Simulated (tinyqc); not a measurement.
# Vertical double-diffused power MOSFET, components of the on-resistance: two studies

Stripe cells of pitch Wp + a, two channels a cell. Current flows through the channels, spreads in the accumulation layer, passes the gap between the p bodies and spreads at 45 degrees into the drift layer below them. Low drain voltage, full ionisation.

Values chosen for this exercise; bulk values close to those of silicon: temperature T = 350 K; relative permittivity eps_r = 11.7; critical-field constant Kc = 4040 V/cm per (cm^-3)^(1/8); rated breakdown voltage of the drift layer BV = 60 V; drift mobility at 300 K mud = 1230 cm^2/(V s); temperature exponent of the drift mobility bt = 2.2; gate oxide thickness (eps_r 3.9) tox = 66 nm; gate overdrive Vov = 13 V; channel mobility mch = 240 cm^2/(V s); accumulation-layer mobility mac = 610 cm^2/(V s); channel length Lc = 0.3 um; width of the p body in one cell, channels included Wp = 2.6 um; gap between neighbouring p bodies a = 3.2 um; depth of the p body xp = 1.4 um; doping of the gap over the drift doping Nj = 1; built-in voltage of the body junction Vbi = 0.735 V; substrate and contact resistance Rs = 0.16 mohm cm^2.

Constants: q = 1.602176634e-19 C, eps0 = 8.8541878128e-14 F/cm where lengths are in cm. Results are converted to the units shown.

Each table varies one quantity; the others keep the values above.

## On-resistance against the doping of the gap over the drift doping

Triangular field at breakdown with Ec = Kc N^(1/8): BV = eps0 eps_r Ec^2/(2 q N), so N = (eps0 eps_r Kc^2/(2 q BV))^(4/3); W = 2 BV/Ec; mu = mud (T/300 K)^(-bt); rho = 1/(q mu N); ideal resistance rho W. Pitch p = Wp + a, Cox = 3.9 eps0/tox; zero-bias depletion in the gap w0 = sqrt(2 eps0 eps_r Vbi/(q N Nj)), open gap g = a - 2 w0; R_ch = Lc p/(2 mch Cox Vov); R_acc = 0.6 a p/(4 mac Cox Vov), 0.6 being an empirical factor for current leaving the layer along its length; R_gap = (rho/Nj) xp p/g; spreading depth t = min(W, (p - g)/2); R_drift = (rho p/2) ln((g + 2 t)/g) + rho (W - t); R_on = the sum with Rs.

The same in every row: R_ch (mohm cm^2) = 0.05330; R_acc (mohm cm^2) = 0.06710; ideal (mohm cm^2) = 0.2565.

Results:
```
Nj   R_gap (mohm cm^2)  R_drift (mohm cm^2)  R_on (mohm cm^2)  largest term
1               0.2715               0.3218            0.8737         drift
1.5             0.1726               0.3154            0.7683         drift
2               0.1260               0.3118            0.7181         drift
3              0.08137               0.3077            0.6695         drift
8              0.02896               0.3013            0.6107         drift
12             0.01903               0.2996            0.5990         drift
```

Estimate the missing row, Nj = 5.

Computed row:
```
Nj  R_gap (mohm cm^2)  R_drift (mohm cm^2)  R_on (mohm cm^2)  largest term
5             0.04735               0.3039            0.6317         drift
```

With this row back in the table: R_on falls from 0.874 to 0.599 mohm cm^2. The drift term is the largest at Nj = 1 and in all other rows. R_on is 3.41 times the ideal drift resistance in the first row and 2.33 times in the last.

## On-resistance against the rated breakdown voltage of the drift layer

Same model as above.

The same in every row: R_ch (mohm cm^2) = 0.05330; R_acc (mohm cm^2) = 0.06710.

Result of one run:
```
BV (V)  R_gap (mohm cm^2)  R_drift (mohm cm^2)  R_on (mohm cm^2)  ideal (mohm cm^2)  largest term
34                 0.1175              0.08757            0.4854            0.06201     substrate
```

What becomes of these results when the rated breakdown voltage of the drift layer BV is changed from 34 to 20 V, all else the same?

Result of the changed run:
```
BV (V)  R_gap (mohm cm^2)  R_drift (mohm cm^2)  R_on (mohm cm^2)  ideal (mohm cm^2)  largest term
20                0.05514              0.02612            0.3617            0.01646     substrate
```

The whole series:
```
BV (V)  R_gap (mohm cm^2)  R_drift (mohm cm^2)  R_on (mohm cm^2)  ideal (mohm cm^2)  largest term
20                0.05514              0.02612            0.3617            0.01646     substrate
34                 0.1175              0.08757            0.4854            0.06201     substrate
59                 0.2647               0.3094            0.8545             0.2460         drift
100                0.6013                1.081             1.963             0.9200         drift
170                 1.484                3.919             5.683              3.467         drift
300                 4.749                15.93             20.96              14.34         drift
510                 29.60                61.43             91.31              54.04         drift
```

R_on rises from 0.362 to 91.3 mohm cm^2. The substrate term is the largest at BV = 20, the drift term from 59 on. R_on is 22.0 times the ideal drift resistance in the first row and 1.69 times in the last. The ideal resistance goes as BV^(2.50), and R_on as BV^(2.77) between the last two rows.

Computed by the program tinyqc: `OMP_NUM_THREADS=1 python tinyqc.py 2230026 2230027 out.jsonl`, one thread of a shared Intel Xeon 2.30GHz, about 0.01 s for the whole run.
